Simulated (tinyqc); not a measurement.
Worked calculation: tight binding, honeycomb lattice. One step of it, computed by the program tinyqc.

Task: Bloch Hamiltonian at k. H_AB = -t1 (1 + exp(-i k.a1) + exp(-i k.a2)); H_AA = delta - 2 t2 sum cos(k.b + phi), H_BB = -delta - 2 t2 sum cos(k.b - phi), b = a1, a2 - a1, -a2.

Parameters chosen for this model:
```
parameter     value                        unit
t1         2.750000                 eV, nearest
t2                0       eV, second neighbours
phi               0  rad, phase of t2 (Haldane)
delta      1.930000          eV, +/- on A and B
```

k point k (fractions of the reciprocal vectors): 0.290000  0.470000

Give: H(k) at k.

Result:

H(k) at k (eV):
```
              A             B
A         1.930  0.635+3.179i
B  0.635-3.179i        -1.930
```
